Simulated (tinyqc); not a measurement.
A finite superlattice with mass mismatch, transfer matrices: one step of the calculation.

One electron of energy E comes from the left lead (band edge 0); no transverse momentum. Parabolic bands, masses in units of m0, C = hbar^2/(2 m0); psi and psi'/m are continuous at every interface. N periods of a barrier d1 followed by a well Lw; the right lead equals the left one.

Task. Matrices of the layers. For the pair (psi, psi'/m) a flat layer has M = [[cos kd, (m/k) sin kd], [-(k/m) sin kd, cos kd]] with k = sqrt(m (E - U)/C) above its edge U, and M = [[cosh Kd, (m/K) sinh Kd], [(K/m) sinh Kd, cosh Kd]] with K = sqrt(m (U - E)/C) below it. M12 is in nm, M21 in 1/nm.

Parameters, values chosen for the exercise; masses and offsets close to those of InGaAs wells and InAlAs barriers: mass in the left lead mL = 0.041 m0; barrier height U1 = 0.53 eV; barrier mass m1 = 0.074 m0; barrier width d1 = 1.6 nm; well width (edge 0, mass mL) Lw = 5.4 nm; electron energy E = 0.847 eV.

Constants: q = 1.602176634e-19 C, hbar = 1.054571817e-34 J s, m0 = 9.1093837015e-31 kg, hbar^2/(2 m0) = 0.0380998212 eV nm^2. Results are converted to the units shown.

Find: M of layer 1; M of layer 2.

Result.

M of layer 1:
```
         1         2
1  0.31013  0.089658
2  -10.081   0.31013
```

M of layer 2:
```
         1          2
1  0.42870  -0.038798
2   21.037    0.42870
```

Range of the model: Masses are held fixed, although real bands cease to be parabolic a few tenths of an eV from their edges (inside a barrier too).

Computed by the program tinyqc: `OMP_NUM_THREADS=1 python tinyqc.py 2560131 2560132 out.jsonl`, one thread of a shared Intel Xeon 2.30GHz, about 0.01 s for the whole run.
